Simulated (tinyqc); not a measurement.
Inside a calculation. Model: fully depleted semiconductor-on-insulator film with two gates, non-linear Poisson equation by Newton steps.

tinyqc, about 0.4 s, one thread, Intel Xeon 2.30GHz (shared host): `OMP_NUM_THREADS=1 python tinyqc.py 2190066 2190067 out.jsonl` Printed values are rounded.

One dimension across the film, front interface at x = 0, back interface at x = ts. psi is counted from the intrinsic level, n = ni exp(psi/Vt) (source grounded), holes neglected, acceptors ionised. Gates act through Cox = eps0 eox/tox and Cbox = 3.9 eps0/tb with potentials G1 = Vg - (phiM - chi - Vt ln(Nc/ni)) and G2 = Vb - (phiB - chi - Vt ln(Nc/ni)). Classical Boltzmann densities, no interface charge, no depletion in the back plane.

Parameters, values chosen for the exercise; band and dielectric values close to those of In0.53Ga0.47As:
```
symbol,value,unit,meaning
T,300,K,temperature
Eg,0.733,eV,band gap
eps_r,14.2,,relative permittivity
Nc,2.09e17,cm^-3,conduction-band density of states at T
Nv,7.83e18,cm^-3,valence-band density of states at T
chi,4.47,eV,electron affinity
eox,3.9,,relative permittivity of the gate insulator (close to silicon dioxide)
tox,1.9,nm,insulator thickness
ts,5.3,nm,film thickness
tb,20,nm,buried-oxide thickness (eps_r 3.9)
Na,1.4e16,cm^-3,acceptor density of the film
phiM,4.94,eV,work function of the front gate
phiB,4.97,eV,work function of the back plane
Vb,0,V,back-gate voltage
Vg,0.38,V,front-gate voltage
```

Constants: q = 1.602176634e-19 C, kB = 1.380649e-23 J/K, Vt = kB T/q, eps0 = 8.8541878128e-14 F/cm where lengths are in cm. Results are converted to the units shown.

Range of the model: In so thin a film or at such density quantum confinement moves the charge away from the interfaces and raises the threshold.

## Capacitances and gate potentials

ni = sqrt(Nc Nv) exp(-Eg/(2 Vt)), Eg in volts; Cox, Cbox, G1, G2 as defined; Cs = eps0 eps_r/ts; a = eps0 eps_r/h with h = ts/9; coupling ratio of a depleted film Cs Cbox/(Cox (Cs + Cbox)).

ni = 8.91302e11 cm^-3
Cox = 1.81744 uF/cm^2
Cbox = 0.172657 uF/cm^2
Cs = 2.37225 uF/cm^2
a = 21.3503 uF/cm^2
G1 = 0.229664 V
G2 = -0.180336 V
coupling ratio = 0.0885548

## Iteration 1: density, residual and Jacobian diagonal

psi at the start, node 0 to 9 (V): [0.07, 0.07, 0.07, 0.07, 0.07, 0.07, 0.07, 0.07, 0.07, 0.07]

Nodes 0 to 9, h = ts/9, box widths w = h (h/2 at both ends), a = eps0 eps_r/h. F_i = a (psi_(i+1) - 2 psi_i + psi_(i-1)) - q w_i (n_i + Na); F_0 = a (psi_1 - psi_0) + Cox (G1 - psi_0) - q w_0 (n_0 + Na); F_9 = a (psi_8 - psi_9) + Cbox (G2 - psi_9) - q w_9 (n_9 + Na). Diagonal b_i = -2 a - q w_i n_i/Vt, with -a - Cox and -a - Cbox in place of -2 a at the ends.

n, node 0 to 9 (cm^-3): [1.33651e13, 1.33651e13, 1.33651e13, 1.33651e13, 1.33651e13, 1.33651e13, 1.33651e13, 1.33651e13, 1.33651e13, 1.33651e13]
residual F, node 0 to 9 (C/cm^2): [2.90114e-7, -1.32217e-10, -1.32217e-10, -1.32217e-10, -1.32217e-10, -1.32217e-10, -1.32217e-10, -1.32217e-10, -1.32217e-10, -4.32883e-8]
diagonal b, node 0 to 9 (F/cm^2): [-2.31677e-5, -4.27006e-5, -4.27006e-5, -4.27006e-5, -4.27006e-5, -4.27006e-5, -4.27006e-5, -4.27006e-5, -4.27006e-5, -2.15229e-5]

## Iteration 1: Newton step

Solve a d_(i-1) + b_i d_i + a d_(i+1) = -F_i for all nodes. Each component d is damped to sign(d) Vt ln(1 + |d|/Vt) before it is added.

Newton step d, before damping, node 0 to 9 (V): [0.125727, 0.122841, 0.119961, 0.117088, 0.114221, 0.111360, 0.108505, 0.105657, 0.102815, 0.099979]
psi after iteration 1, node 0 to 9 (V): [0.115725, 0.115228, 0.114722, 0.114208, 0.113684, 0.113151, 0.112607, 0.112053, 0.111488, 0.110912]

## Course of the Newton iteration

Stop when the largest undamped |d| is below 1e-9 V, or after 80 iterations.

Course of the iteration:
```
iteration  largest |F| (C/cm^2)  largest |d| (V)
1                       2.90e-7            0.126
2                       1.96e-7           0.0800
3                       1.18e-7           0.0435
4                       5.67e-8           0.0180
5                       1.75e-8          4.33e-3
6                       1.92e-9          3.27e-4
7                      1.87e-11          2.05e-6
8                      1.13e-15         8.11e-11
```

Converged in 8 iterations.

## Electron sheet density, centroid and oxide fields

converged psi, node 0 to 9 (V): [0.195684, 0.192795, 0.189913, 0.187038, 0.184169, 0.181307, 0.178452, 0.175603, 0.172761, 0.169925]

n_i = ni exp(psi_i/Vt); N_inv = sum w_i n_i with w = ts/9, halved at the ends; centroid sum w n x/N_inv; fields (G1 - psi_0)/tox and (G2 - psi_9)/tb.

n, node 0 to 9 (cm^-3): [1.72733e15, 1.54469e15, 1.38173e15, 1.23628e15, 1.10644e15, 9.90484e14, 8.86910e14, 7.94368e14, 7.11663e14, 6.37729e14]
N_inv = 5.79177e8 cm^-2
centroid = 2.20586 nm
field in the front oxide = 0.178842 MV/cm
field in the buried oxide = -0.175130 MV/cm

The centroid lies at 0.42 of the film, so the electrons spread through the volume. A 400-interval mesh gives N_inv = 5.786e8 cm^-2; this mesh is 0.10 % above it.
